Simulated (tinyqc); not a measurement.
Worked calculation: Hubbard ring of 3 sites. One step of it, computed by the program tinyqc.

Problem. Mean-field iteration 1. H(up) = T + U n(down), H(down) = T + U n(up); fill the lowest levels; n(new) = n + mixing (n(out) - n); E = tr T (rho up + rho down) + U sum n_up n_down of the output.

one-body matrix (hopping and site energies) (eV), order 1, 2, 3:
$$\begin{pmatrix}
0.220000 & -0.800000 & -0.800000 \\
-0.800000 & 0.030000 & -0.800000 \\
-0.800000 & -0.800000 & 0.200000
\end{pmatrix}$$

U = 6.900000 eV

electrons, up and down: [2, 1]

mixing = 0.200000

n(up) at the start (a guess, not normalised): 1 1.000000, 2 0.217000, 3 1.000000

n(down) at the start (a guess): 1 0.000000, 2 0.783000, 3 0.000000

Give: levels, up; levels, down; energy; n(up) after iteration 1; n(down) after iteration 1.

Solution.

levels, up (eV): [-0.796, 1.010, 5.638]

levels, down (eV): [1.273, 6.564, 7.910]

energy = 0.094 eV

n(up) after iteration 1: 1 0.997, 2 0.180, 3 0.997

n(down) after iteration 1: 1 0.005, 2 0.817, 3 0.005
